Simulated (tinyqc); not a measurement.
## Index and thickness from Psi and Delta

Inverse problem. Air (index 1), film, substrate with N2 = n2 - i k2; time factor exp(+i w t). q_j = sqrt(N_j^2 - sin^2 th), root with positive real part. Fresnel coefficients r_s = (q_a - q_b)/(q_a + q_b), r_p = (N_b^2 q_a - N_a^2 q_b)/(N_b^2 q_a + N_a^2 q_b). tan(Psi) exp(i Delta) = R_p/R_s, Delta taken from 0 to 360 degrees. beta = 2 pi d q1/lam, X = exp(-2 i beta), R = (r01 + r12 X)/(1 + r01 r12 X) for p and s. The film is transparent, with 1.15 < n1 < 2.9 and d under half a period. Find n1, d and the period.

Parameters, values chosen for the exercise:
- lam = 632.8 nm (wavelength)
- th = 60 degrees (angle of incidence)
- n2 = 3.882 (index of the substrate)
- k2 = 0.019 (extinction coefficient of the substrate)

Psi = 24.480393 degrees
Delta = 144.63992 degrees

Solution. Two measured angles fix two unknowns; a search from many starts finds one solution in the range given. Thicker films with d plus a multiple of the period give the same angles.

n1 = 1.674
d = 30.00 nm
period = 220.9 nm

Computed by the program tinyqc: `OMP_NUM_THREADS=1 python tinyqc.py 2870218 2870219 out.jsonl`, one thread of a shared Intel Xeon 2.30GHz, about 0.3 s for the whole run.
